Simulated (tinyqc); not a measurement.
Inside a calculation. Method: FCI on RHF in the sto-3g basis, for H4, spin multiplicity 1. One step of it, computed by the program tinyqc.

Question. FCI: roots. Diagonalise (each vector has its largest component positive (the first on a tie)); all determinants have Ms = 0, so triplets appear too. The lowest singlet root is the correlation energy.

Occupation strings over the orbitals (2 doubly, a alpha, b beta, 0 empty; spin orbitals ordered 1a 1b 2a 2b ...): 2200 aabb 2020 abab 2002 abba baab 0220 baba 0202 bbaa 0022

H - E(HF) between determinants (hartree), lower triangle:
```
           2200       aabb       2020       abab       2002       abba       baab       0220
2200   0.000000
aabb  -0.032221   1.488707
2020   0.079327   0.078501   0.957558
abab  -0.078501  -0.079327   0.089160   1.614374
2002   0.120890  -0.110723   0.183829   0.167662   1.798356
abba   0.110723  -0.120890  -0.167662  -0.183829  -0.056939   1.687430
baab   0.110723  -0.109233  -0.167662  -0.171962  -0.056939   0.000000   1.687430
0220   0.109233  -0.110723   0.171962   0.167662   0.000000  -0.056939  -0.056939   1.582167
baba  -0.078501  -0.077740   0.089160   0.000000   0.167662  -0.171962  -0.183829   0.167662
0202   0.077740   0.078501   0.000000   0.089160   0.171962  -0.167662  -0.167662   0.183829
bbaa  -0.032221   0.000000   0.078501  -0.077740  -0.110723  -0.109233  -0.120890  -0.110723
0022   0.000000  -0.032221   0.077740  -0.078501   0.109233   0.110723   0.110723   0.120890

           baba      0202       bbaa      0022
baba   1.614374
0202   0.089160  2.326997
bbaa  -0.079327  0.078501   1.488707
0022  -0.078501  0.079327  -0.032221  3.076332
```

Give: lowest roots of this matrix, relative to E(HF); lowest vectors; <S^2> of these roots; weight of the ground state by excitation level 0, 1, 2, ....

Answer.

lowest roots of this matrix, relative to E(HF) (hartree): -0.0503  0.8028  1.1015  1.3287  1.4880  1.6126  1.6891  1.6899

lowest vectors:
```
       root 1   root 2  root 3   root 4
2200   0.9830   0.0722  0.0000   0.1268
aabb   0.0133  -0.1411  0.4082   0.2815
2020  -0.0892   0.8973  0.0000   0.3263
abab   0.0541   0.0188  0.4082  -0.3464
2002  -0.0653  -0.2113  0.0000   0.3038
abba  -0.0674   0.1222  0.4082   0.0650
baab  -0.0674   0.1222  0.4082   0.0650
0220  -0.0674  -0.2562  0.0000   0.5943
baba   0.0541   0.0188  0.4082  -0.3464
0202  -0.0372   0.0916  0.0000  -0.1244
bbaa   0.0133  -0.1411  0.4082   0.2815
0022   0.0158  -0.0247  0.0000  -0.0979
```

<S^2> of these roots: 0.0000  0.0000  6.0000  0.0000  2.0000  2.0000  0.0000  2.0000

weight of the ground state by excitation level 0, 1, 2, ...: 0.9663  0.0000  0.0334  0.0000  0.0002
